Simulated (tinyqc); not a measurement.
Self-consistent Fermi level with native defects, at growth and after a quench. Changing the shift s of the chemical potential. Computed by tinyqc, a small Python program. Command: `OMP_NUM_THREADS=1 python tinyqc.py 3016986 3016987 out.jsonl scfermi sweep`. One thread of a shared host (Intel(R) Xeon(R) Processor @ 2.30GHz), about 0.1 s of CPU time with the checks.

Energies are counted from the top of the valence band (VBM); when the gap shrinks with temperature the conduction band moves and the levels stay. The added dopant is taken as fully ionised. D and A draw on one reservoir with opposite signs, as the two vacancies of a compound do.

Inputs (values chosen for the exercise, with bands modelled on InP):
```
quantity                                value   unit
gap E_g at 300 K                         1.34     eV
slope -dE_g/dT above 300 K             0.0003   eV/K
electron mass m_e                      0.0761    m_0
valleys M_c                                 1      -
hole mass m_h                           0.619    m_0
E_f of the neutral native donor D       2.854     eV
E_f of the neutral native acceptor A     1.55     eV
site density N_s                      4.6e+22  cm^-3
dopant density N_X                    1.4e+16  cm^-3
growth temperature T_g                    995      K
temperature of use T                      300      K
```

Added shallow dopant: donor.

levels of D above the VBM, most positive state first (eV): 0.577  1.06  1.1

levels of A above the VBM, (0/-1) first (eV): 0.418

Constants: m_0 = 9.1093837015e-31 kg; k_B = 1.380649e-23 J/K; h = 6.62607015e-34 J s; k_B = 8.617333262e-05 eV/K.

Method:
- E_f(D, 0) = input + s and E_f(A, 0) = input - s; E_f(q, E_F = 0) follows from the levels, eps(q/q-1) = E_f(q - 1) - E_f(q) at E_F = 0.
- E_g(T) = E_g - slope x max(0, T - 300 K).
- N_c = 2 M_c (2 pi m_e k_B T/h^2)^(3/2) and N_v = 2 (2 pi m_h k_B T/h^2)^(3/2), masses in units of m_0.
- At growth T = T_g.
- n = N_c F_1/2((E_F - E_g)/k_B T), p = N_v F_1/2(-E_F/k_B T).
- F_1/2(eta) = (2/sqrt(pi)) int_0^infinity sqrt(x)/(1 + exp(x - eta)) dx, by the trapezoid rule in t = sqrt(x) with step 0.02 up to t = 12 (for eta < -12 by exp(eta) - exp(2 eta)/2^(3/2)).
- In equilibrium c_q = N_s exp(-(E_f(q, 0) + q E_F)/k_B T).
- Net charge = p - n + sum q c_q + N_X; the log ratio is ln(positive charge/negative charge).
- E_F is the root of the log ratio, by 50 bisections between -0.5 eV and E_g + 0.5 eV.
- After a quench the totals of D and A stay as grown, and each is shared among its charge states with weights exp(-(E_f(q, 0) + q E_F)/k_B T).

One run for each value; columns: (1) shift s of the chemical potential (eV); (2) E_F at growth (eV); (3) total D (cm^-3); (4) total A (cm^-3); (5) E_F after the quench (eV); (6) n after the quench (cm^-3); (7) p after the quench (cm^-3):
```
(1)       (2)        (3)        (4)    (5)        (6)        (7)
-0.60  0.7318  7.041e+14  2.362e+13  1.246  1.398e+16  1.407e-02
-0.45  0.7292  1.304e+14  1.319e+14  1.246  1.387e+16  1.418e-02
-0.30  0.7276  2.360e+13  7.450e+14  1.245  1.326e+16  1.484e-02
-0.15  0.7213  4.803e+12  3.988e+15  1.238  1.001e+16  1.969e-02
0.00   0.6955  1.600e+12  1.715e+16  0.457  7.618e+02  2.606e+11
0.15   0.6369  1.297e+12  5.165e+16  0.392  6.359e+01  3.121e+12
0.30   0.5620  1.891e+12  1.364e+17  0.362  1.957e+01  1.014e+13
0.45   0.4851  3.531e+12  3.931e+17  0.333  6.331e+00  3.135e+13
0.60   0.4089  7.496e+12  1.347e+18  0.300  1.811e+00  1.096e+14
```

Over the rows, E_F at growth (eV) falls from 0.732 to 0.409; total D (cm^-3) goes from 7.04e14 through a minimum among these rows, 1.30e12 at 0.150, to 7.50e12; total A (cm^-3) rises from 2.36e13 to 1.35e18. Raising s makes D costlier and A cheaper. The quenched sample turns from n-type to p-type between s = -0.15 and 0 eV.

Extremes, crossings and ranges named in words are read from the listed rows.
